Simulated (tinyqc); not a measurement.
## The weight eta from points of equal mobility

Inverse problem. If the mobility depends on E = q (Ndep + eta Ns)/(eps0 eps_r) alone, two points of equal mobility on its falling branch have equal E. Find eta and E.

Parameters, values chosen for the exercise: relative permittivity of the semiconductor eps_r = 11.5.

Constants: q = 1.602176634e-19 C, eps0 = 8.8541878128e-14 F/cm where lengths are in cm. Results are converted to the units shown.

Ndep at two body biases (cm^-2): [5.9454799e12, 9.4198337e12]
Ns at which the mobility is the same (cm^-2): [2.6e13, 1.8607758e13]

Solution. eta is the ratio of the differences of Ndep and Ns.

eta = 0.4700
E = 2.858 MV/cm

Computed by the program tinyqc: `OMP_NUM_THREADS=1 python tinyqc.py 2510092 2510093 out.jsonl`, one thread of a shared Intel Xeon 2.30GHz, about 0.01 s for the whole run.
